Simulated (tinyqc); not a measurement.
From results back to parameters: periodic multilayer mirror for extreme ultraviolet light. Four cases, with inputs chosen for the exercise.

Problem. With a mean index 1 - dm the Bragg wavelength is lam_B = 2 L sqrt((1 - dm)^2 - sin^2 theta). It is given at 0 degrees and at th2; L and dm are hidden. Then the absorber share is Gm = (dm - delta_S)/(delta_A - delta_S), with the first entries of dS and dA; L is the period.

Case 1.

Values chosen (out of a larger set: optical constants near those of Mo and Si at 13.5 nm; not measured data): th2 = 20 degrees (second angle); dA = (0.0749, 0.00611) (delta and beta of the absorber, N = 1 - delta + i beta); dS = (0.0011, 0.00175) (delta and beta of the spacer and the substrate).

lam_B at 0 = 13.389856 nm
lam_B at th2 = 12.535548 nm

Case 2.

Values chosen (out of a larger set: optical constants near those of Mo and Si at 13.5 nm; not measured data): th2 = 20 degrees (second angle); dA = (0.0741, 0.00673) (delta and beta of the absorber, N = 1 - delta + i beta); dS = (0.001, 0.00171) (delta and beta of the spacer and the substrate).

lam_B at 0 = 13.638888 nm
lam_B at th2 = 12.773296 nm

Case 3.

Values chosen (out of a larger set: optical constants near those of Mo and Si at 13.5 nm; not measured data): th2 = 10 degrees (second angle); dA = (0.0792, 0.00667) (delta and beta of the absorber, N = 1 - delta + i beta); dS = (0.0012, 0.00187) (delta and beta of the spacer and the substrate).

lam_B at 0 = 13.333128 nm
lam_B at th2 = 13.113469 nm

Case 4.

Values chosen (out of a larger set: optical constants near those of Mo and Si at 13.5 nm; not measured data): th2 = 10 degrees (second angle); dA = (0.0795, 0.00658) (delta and beta of the absorber, N = 1 - delta + i beta); dS = (0.0012, 0.0018) (delta and beta of the spacer and the substrate).

lam_B at 0 = 13.467590 nm
lam_B at th2 = 13.252051 nm

Find: L; dm; Gm.

Solution. The difference of the squares is 4 L^2 sin^2(th2); then 1 - dm = lam_B(0)/(2 L).

Case 1.

L = 6.880 nm
dm = 0.0269
Gm = 0.35

Case 2.

L = 6.990 nm
dm = 0.0244
Gm = 0.32

Case 3.

L = 6.940 nm
dm = 0.0394
Gm = 0.49

Case 4.

L = 6.910 nm
dm = 0.0255
Gm = 0.31

Computed by tinyqc, one run a case: `OMP_NUM_THREADS=1 python tinyqc.py N N+1 out.jsonl` with N = 1650023, 1650030, 1650088, 1650089; one thread of a shared Intel(R) Xeon(R) Processor @ 2.30GHz, about 0.01 s a run at most.
